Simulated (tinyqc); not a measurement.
MOSFET in the linear regime without short-channel effects, parameter extraction from computed curves: one step of the calculation.

Inversion charge Q = Cox n Vt W0(exp((Vg - VT)/(n Vt))), W0 the Lambert function and n = nf; u = Q/Cox; mobility mu = mu0/(1 + th1 u + th2 u^2); channel resistance Rch = (L - dL)/(W mu Q); Id = Vd/(Rch + Rsd/W). Cox = eps0 eox/tox. Small Vd, no channel-length or drain effects.

Task. Transfer curve. u, mu, Rch and Id as defined.

Values chosen for this exercise; channel values of the order met in silicon transistors:
- T = 400 K (temperature)
- eox = 21.8 (relative permittivity of the gate insulator (close to hafnium oxide))
- tox = 14 nm (insulator thickness)
- mu0 = 150 cm^2/(V s) (low-field mobility)
- th1 = 0.37 1/V (first mobility attenuation factor)
- th2 = 0 1/V^2 (second mobility attenuation factor)
- VT = 0.49 V (threshold voltage)
- nf = 1.24 (body factor)
- W = 1 um (gate width)
- L = 0.46 um (drawn gate length)
- dL = 0.003 um (drawn less effective length)
- Rsd = 540 ohm um (source plus drain resistance)
- Vd = 0.025 V (drain voltage)

Constants: q = 1.602176634e-19 C, kB = 1.380649e-23 J/K, Vt = kB T/q, eps0 = 8.8541878128e-14 F/cm where lengths are in cm. Results are converted to the units shown.

Vg, point 0 to 9 (V): 0.29  0.39  0.49  0.59  0.69  0.79  0.89  0.99  1.09  1.19

Wanted: u; mu; Rch; Id.

Result.

```
point     u (V)  mu (cm^2/(V s))  Rch (ohm)   Id (uA)
0      3.933e-4            150.0    5.620e6  0.004448
1      0.003771            149.8    5.868e5   0.04256
2       0.02424            148.7    9.198e4    0.2702
3       0.07562            145.9    3.004e4    0.8175
4        0.1472            142.3    1.583e4     1.527
5        0.2284            138.3    1.049e4     2.266
6        0.3147            134.4       7840     2.983
7        0.4040            130.5       6287     3.662
8        0.4953            126.8       5279     4.296
9        0.5880            123.2       4576     4.887
```

Numbers from tinyqc (`OMP_NUM_THREADS=1 python tinyqc.py 2210029 2210030 out.jsonl`; about 0.01 s on one thread of a shared Intel Xeon 2.30GHz).
